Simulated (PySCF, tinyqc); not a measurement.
Ways to converge the cycle: SCF convergence aids in the 3-21g basis, for H2, spin multiplicity 1. Computed by the program tinyqc with PySCF. RHF with one setting changed at a time; a run stops when the energy changes by less than 1e-09 hartree and the error matrix is below 1e-5. The start is random orbitals. Damping d keeps d of the old density; a shift (hartree) raises the virtual levels; DIIS n extrapolates F over n matrices.

Geometry (angstrom):

| atom | x | y | z |
|---|---|---|---|
| H | 0.0000 | 0.0000 | 0.0000 |
| H | 0.0000 | 0.0000 | 1.2210 |

lowest restricted solution found by these runs and by PySCF = -1.047567 hartree

Largest element of the error matrix X^T (FDS - SDF) X:

| iteration | plain | damping 0.3 | damping 0.6 | shift 0.4 | DIIS 3 | DIIS 8 |
|---|---|---|---|---|---|---|
| 1 | 2.2e-01 | 2.2e-01 | 2.2e-01 | 2.2e-01 | 2.2e-01 | 2.2e-01 |
| 2 | 1.9e-01 | 1.3e-01 | 1.2e-01 | 2.8e-01 | 1.9e-01 | 1.9e-01 |
| 3 | 4.0e-02 | 8.9e-02 | 1.1e-01 | 1.5e-01 | 9.4e-02 | 9.4e-02 |
| 4 | 9.0e-03 | 4.8e-02 | 8.9e-02 | 7.6e-02 | 6.5e-03 | 6.5e-03 |
| 5 | 2.1e-03 | 2.3e-02 | 7.1e-02 | 3.7e-02 | 7.7e-04 | 9.7e-04 |
| 6 | 4.8e-04 | 1.1e-02 | 5.5e-02 | 1.8e-02 | 4.7e-05 | 1.6e-04 |
| 8 | 2.5e-05 | 2.4e-03 | 3.0e-02 | 4.3e-03 | 7.3e-08 | 5.6e-11 |
| 10 | - | 5.2e-04 | 1.5e-02 | 1.0e-03 | - | - |
| 14 | - | 2.3e-05 | 3.8e-03 | 5.7e-05 | - | - |
| 20 | - | 2.2e-07 | 4.4e-04 | - | - | - |
| 30 | - | - | 1.1e-05 | - | - | - |

How each run ends:

| run | iterations | E (hartree) | state |
|---|---|---|---|
| plain | 9 | -1.047567 | lowest found |
| damping 0.3 | 21 | -1.047567 | lowest found |
| damping 0.6 | 44 | -1.047567 | lowest found |
| shift 0.4 | 17 | -1.047567 | lowest found |
| DIIS 3 | 8 | -1.047567 | lowest found |
| DIIS 8 | 8 | -1.047567 | lowest found |

What does the comparison show, and why?

6 of 6 runs reach the lowest restricted solution found, in 8 to 44 iterations (fastest: DIIS 3, DIIS 8). Plain steps already contract here, so damping only slows them. DIIS 3 and DIIS 8 gain by cancelling the error over several earlier matrices, much as a quasi-Newton step does. The restricted reference is unstable here: a spin-polarised solution lies 0.0004 hartree lower (PySCF), so results built on it describe a poor reference.
